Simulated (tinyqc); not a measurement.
Size effects in the resistivity of thin metal films and interconnect lines: one step, computed by the program tinyqc. Command: `OMP_NUM_THREADS=1 python tinyqc.py 3003881 3003882 out.jsonl size walk`. One thread of a shared host (Intel(R) Xeon(R) Processor @ 2.30GHz), about 0.01 s of CPU time with the checks.

Electrons lose their drift at surfaces (a share 1 - p of the hits) and at grain boundaries (reflection R), besides bulk scattering.

Task: Resistivity of the film. Both together (Mayadas-Shatzkes film): rho_b/rho = (rho_b/rho of the grains alone) - (6/(pi kappa))(1 - p) int_0^(pi/2) dphi int_0^1 ds (cos^2 phi/H^2)(s - s^3)(1 - exp(-kappa H/s))/(1 - p exp(-kappa H/s)), H = 1 + alpha/(cos phi sqrt(1 - s^2)), 40 x 80 Gauss-Legendre points. Sheet resistance rho/h; additive estimate rho_b (f_surface + f_grain - 1).

Inputs (values chosen for the exercise, modelled on nickel): bulk resistivity rho_b = 6.78 microohm cm; specularity p = 0.1; film thickness h = 64 nm.

Geometry: film.

rho/rho_b from grains = 1.159229

alpha = 0.1094595

kappa = h/lambda = 11.11111

rho/rho_b from surfaces = 1.031327

Give: resistivity rho; sheet resistance; additive estimate; error of the additive estimate.

Result:

resistivity rho = 8.06 microohm cm

sheet resistance = 1.26 ohm

additive estimate = 8.07 microohm cm

error of the additive estimate = 0.0880 %

Adding the two excesses (Matthiessen's rule) is 0.1 % high.
